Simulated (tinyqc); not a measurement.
The same layer on three faces: model-solid line-up of a strained alloy layer on a substrate.

All values of the alloy are linear in x but the gap, Eg(x) = (1 - x) Eg_A + x Eg_B - C x (1 - x), and the valence edge, Ev(x) = (1 - x) Ev_A + x Ev_B + fv C x (1 - x); Ec = Ev + Eg. Ev is the top of the unstrained valence band on a scale common to all materials. In the layer only the Gamma valley of the conduction band is followed, also where an X or L valley would lie lower.

Coherent growth: e_par = (a_s - a)/a. (001): e_perp = -2 (C12/C11) e_par; exx = eyy = e_par, ezz = e_perp, no shear. (111): e_perp = -(2 C11 + 4 C12 - 4 C44)/(C11 + 2 C12 + 4 C44) e_par; exx = eyy = ezz = (2 e_par + e_perp)/3 and exy = eyz = ezx = (e_perp - e_par)/3. (110): e_perp = -(C11 + 3 C12 - 2 C44)/(C11 + C12 + 2 C44) e_par; exx = eyy = (e_par + e_perp)/2, ezz = e_par, exy = (e_perp - e_par)/2, eyz = ezx = 0.

Strained edges: Ec + ac tr(e); the valence edges are Ev plus the levels of the 6 x 6 matrix of X, Y, Z times spin with -Dso/3 + l exx + m (eyy + ezz) on the diagonal (cyclic), n exy off it, l = av + 2 b, m = av - b, n = sqrt(3) d. Spin-orbit term (Dso/3) L.sigma on X, Y, Z with (L_k)_ij = -i epsilon_kij: <X+|H|Y+> = -i Dso/3, <X+|H|Z-> = Dso/3, <Y+|H|Z-> = -i Dso/3, <Z+|H|X-> = -Dso/3, <Z+|H|Y-> = i Dso/3, <X-|H|Y-> = i Dso/3, and their conjugates; + and - are the spin along z.

Values chosen for the exercise (A near GaSb, B near GaAs, substrate near InP; the results hold for these values, not for the real material): a = (6.101, 5.659) angstrom (lattice constant of A, B); Eg = (0.816, 1.524) eV (gap at Gamma to the s-like level of A, B); Dso = (0.765, 0.339) eV (spin-orbit splitting of A, B); Ev = (-0.03, -0.81) eV (top of the unstrained valence band of A, B); ac = (-7.56, -7.07) eV (conduction deformation potential of A, B); av = (0.79, 1.18) eV (valence hydrostatic potential of A, B); b = (-2.03, -2) eV (tetragonal shear potential of A, B); d = (-4.66, -4.74) eV (trigonal shear potential of A, B); C11 = (87.6, 123.1) GPa (of A, B); C12 = (40.5, 56.1) GPa (of A, B); C44 = (43.5, 60.5) GPa (of A, B); C = 1.398 eV (bowing of the gap); fv = 0.7 (share of the bowing taken by the valence edge); a_s = 5.874 angstrom (substrate); x = 0.63 (fraction of B).

Composition and substrate are kept.

Results:
```
face   e_perp (%)  tr(e) (%)  shift of Ec (meV)  shift of Ev (meV)  valence splitting (meV)  gap (eV)
(001)      -0.809      0.959              -69.5               48.3                     72.4    0.8183
(111)      -0.423      1.345              -97.5               54.2                     75.8    0.7845
(110)      -0.502      1.266              -91.8               53.1                     75.3    0.7912
```

The layer yields most along the normal on (001) and least on (111), so the volume change, and with it the shift of Ec, is largest on (111). The valence splitting, set by b on (001), by d on (111) and by both on (110), is largest on (111). The gaps span 34 meV, from (111) to (001).

Computed by tinyqc, a small Python program: `OMP_NUM_THREADS=1 python tinyqc.py 1080707 1080708 out.jsonl` (the numbers bound the seed that draws the inputs); one thread of a shared host (Intel(R) Xeon(R) Processor @ 2.30GHz), about 0.01 s for the whole set of steps.
